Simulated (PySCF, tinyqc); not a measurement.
Worked calculation: CISD on RHF in the sto-6g basis, for H4, spin multiplicity 1. The lowest restricted solution is unstable here: a spin-polarised one lies 0.0035 hartree lower (PySCF). One step of it, computed by the program tinyqc.

Task: Integrals over molecular orbitals. (pq|rs) = sum C_ip C_jq C_kr C_ls (ij|kl), one index at a time.

coefficients C, order 1H 1s, 2H 1s, 3H 1s, 4H 1s:
$$\begin{pmatrix}
0.333724 & 0.535743 & 0.654476 & 0.911969 \\
0.333724 & 0.535743 & -0.654476 & -0.911969 \\
0.333724 & -0.535743 & 0.654476 & -0.911969 \\
0.333724 & -0.535743 & -0.654476 & 0.911969
\end{pmatrix}$$

core Hamiltonian H = T + V (hartree), order 1H 1s, 2H 1s, 3H 1s, 4H 1s:
$$\begin{pmatrix}
-1.846918 & -1.252019 & -0.946978 & -0.666712 \\
-1.252019 & -1.846918 & -0.666712 & -0.946978 \\
-0.946978 & -0.666712 & -1.846918 & -1.252019 \\
-0.666712 & -0.946978 & -1.252019 & -1.846918
\end{pmatrix}$$

Two-electron integrals (ij|kl) in chemists' order, unique and non-zero (hartree):
```
(11|11) 0.774999   (21|11) 0.358402   (21|21) 0.204301   (22|11) 0.512119
(22|21) 0.358402   (22|22) 0.774999   (31|11) 0.246617   (31|21) 0.121263
(31|22) 0.183498   (31|31) 0.105838   (32|11) 0.141660   (32|21) 0.082639
(32|22) 0.147848   (32|31) 0.062262   (32|32) 0.042569   (33|11) 0.432560
(33|21) 0.224287   (33|22) 0.354670   (33|31) 0.246617   (33|32) 0.147848
(33|33) 0.774999   (41|11) 0.147848   (41|21) 0.082639   (41|22) 0.141660
(41|31) 0.062262   (41|32) 0.042137   (41|33) 0.141660   (41|41) 0.042569
(42|11) 0.183498   (42|21) 0.121263   (42|22) 0.246617   (42|31) 0.079420
(42|32) 0.062262   (42|33) 0.183498   (42|41) 0.062262   (42|42) 0.105838
(43|11) 0.224287   (43|21) 0.128646   (43|22) 0.224287   (43|31) 0.121263
(43|32) 0.082639   (43|33) 0.358402   (43|41) 0.082639   (43|42) 0.121263
(43|43) 0.204301   (44|11) 0.354670   (44|21) 0.224287   (44|22) 0.432560
(44|31) 0.183498   (44|32) 0.141660   (44|33) 0.512119   (44|41) 0.147848
(44|42) 0.246617   (44|43) 0.358402   (44|44) 0.774999
```

Give: one-electron integrals over orbitals h = C^T H C; Two-electron integrals over orbitals.

Result:

one-electron integrals over orbitals h = C^T H C (hartree):
$$\begin{pmatrix}
-2.0994 & 0.0000 & 0.0000 & 0.0000 \\
0.0000 & -1.7052 & 0.0000 & 0.0000 \\
0.0000 & 0.0000 & -1.4995 & 0.0000 \\
0.0000 & 0.0000 & 0.0000 & -1.0467
\end{pmatrix}$$

Two-electron integrals over orbitals (pq|rs), unique and non-zero (hartree):
```
(11|11) 0.5268   (21|21) 0.1519   (22|11) 0.5157   (22|22) 0.5270
(31|31) 0.1233   (32|32) 0.0792   (33|11) 0.5093   (33|22) 0.5013
(33|33) 0.5172   (41|32) 0.0786   (41|41) 0.0780   (42|31) 0.1229
(42|42) 0.1348   (43|21) 0.1488   (43|43) 0.1635   (44|11) 0.5170
(44|22) 0.5254   (44|33) 0.5239   (44|44) 0.5475
```
